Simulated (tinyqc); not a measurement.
What moves the Fermi level: gated graphene: carriers, quantum capacitance and optical conductivity.

Cones E = +/- hv |k|, four flavours, D(E) = 2|E|/(pi hv^2). n = (2/pi)(kT/hv)^2 F_1(mu/kT), p = (2/pi)(kT/hv)^2 F_1(-mu/kT), in 1/angstrom^2 (1e16 for 1/cm^2); F_1(eta) = integral_0^infinity x dx/(1 + exp(x - eta)). Cq/e^2 = d(n - p)/d mu = (2 kT/(pi hv^2)) ln(2 + 2 cosh(mu/kT)).

Gate: V = mu/e + e (n - p)/Cox with Cox/e^2 = k/(4 pi e2 t), t in angstrom, e2 = e^2/(4 pi eps0); 1/(eV angstrom^2) in C/e^2 equals 1602.176634 microfarad/cm^2; total 1/C = 1/Cox + 1/Cq.

Constants: kB = 8.617333262e-05 eV/K; e^2/(4 pi eps0) = 14.39964547 eV angstrom.

Inputs chosen for the exercise (Fermi velocity near that of graphene, gate dielectric near HfO2; the results hold for these values, not for the real material):

| symbol | value | unit | meaning |
|---|---|---|---|
| hv | 6.36 | eV angstrom | hbar vF |
| T | 77 | K |  |
| k | 17.24 |  | dielectric constant of the gate layer |
| t | 3 | nm | its thickness |
| V | 0.15 | V | gate voltage from the neutrality point |

All results formed anew.

One parameter was then changed.

Results before and after:

| case | mu (eV) | n - p (1/cm^2) | C/Cox |
|---|---|---|---|
| base | 0.1162 | 1.074e+12 | 0.3654 |
| changed | 0.1152 | 1.105e+12 | 0.3635 |

Which of these changes was made? (a) hv = 7 eV angstrom; (b) t = 2.1 nm; (c) V = 0.195 V; (d) k = 20.69; (e) T = 177 K.

Answer: (e) T = 177 K. Of the candidates, run in turn, only this one gives the changed row.

All candidates:

| case | mu (eV) | n - p (1/cm^2) | C/Cox |
|---|---|---|---|
| base | 0.1162 | 1.074e+12 | 0.3654 |
| V = 0.195 V | 0.1436 | 1.633e+12 | 0.4157 |
| t = 2.1 nm | 0.1234 | 1.209e+12 | 0.2997 |
| k = 20.69 | 0.1200 | 1.144e+12 | 0.3313 |
| hv = 7 eV angstrom | 0.1202 | 9.475e+11 | 0.3296 |
| T = 177 K | 0.1152 | 1.105e+12 | 0.3635 |

(tinyqc, `OMP_NUM_THREADS=1 python tinyqc.py 1680835 1680836 out.jsonl`, Intel(R) Xeon(R) Processor @ 2.30GHz, 1 thread, shared host, about 0.01 s.)
